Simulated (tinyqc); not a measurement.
Worked calculation: plane-wave Kohn-Sham cycle with exchange-only LDA in a layered model solid. One step of it, computed by the program tinyqc.

Problem. Iteration 1: potential. V_H(G) = 4 pi rho(G)/G^2 for G != 0 (uniform background); v_x = -(3 rho/pi)^(1/3); V = V_ext + V_H + v_x; Fourier components f(G_m) = (1/N) sum_j f(x_j) exp(-i G_m x_j).

A solid whose potential varies along x alone (atomic units):
```
parameter                      value
period a                   18.000000
cross-section of the cell  33.000000
electrons per cell                 4
grid points                       16
plane waves -n..n, n               3
k points                           3
V1 in V1 cos(2 pi x/a)     -0.780000
```

density at the start, on the grid x_j = j a/N (e/bohr^3): [0.00673401, 0.00673401, 0.00673401, 0.00673401, 0.00673401, 0.00673401, 0.00673401, 0.00673401, 0.00673401, 0.00673401, 0.00673401, 0.00673401, 0.00673401, 0.00673401, 0.00673401, 0.00673401]

Give: Potentials on the grid; V(G_m), m = 0, 1, 2, ....

Solution.

Potentials on the grid (hartree):
```
x          V_ext     V_H      v_x        V
0.0000   -0.7800  0.0000  -0.1860  -0.9660
1.1250   -0.7206  0.0000  -0.1860  -0.9066
2.2500   -0.5515  0.0000  -0.1860  -0.7375
3.3750   -0.2985  0.0000  -0.1860  -0.4845
4.5000         0  0.0000  -0.1860  -0.1860
5.6250    0.2985  0.0000  -0.1860   0.1125
6.7500    0.5515  0.0000  -0.1860   0.3656
7.8750    0.7206  0.0000  -0.1860   0.5347
9.0000    0.7800  0.0000  -0.1860   0.5940
10.1250   0.7206  0.0000  -0.1860   0.5347
11.2500   0.5515  0.0000  -0.1860   0.3656
12.3750   0.2985  0.0000  -0.1860   0.1125
13.5000        0  0.0000  -0.1860  -0.1860
14.6250  -0.2985  0.0000  -0.1860  -0.4845
15.7500  -0.5515  0.0000  -0.1860  -0.7375
16.8750  -0.7206  0.0000  -0.1860  -0.9066
```

V(G_m), m = 0, 1, 2, ... (hartree): [-0.1860, -0.3900, 0.0000, 0.0000, 0.0000, 0.0000, 0.0000]
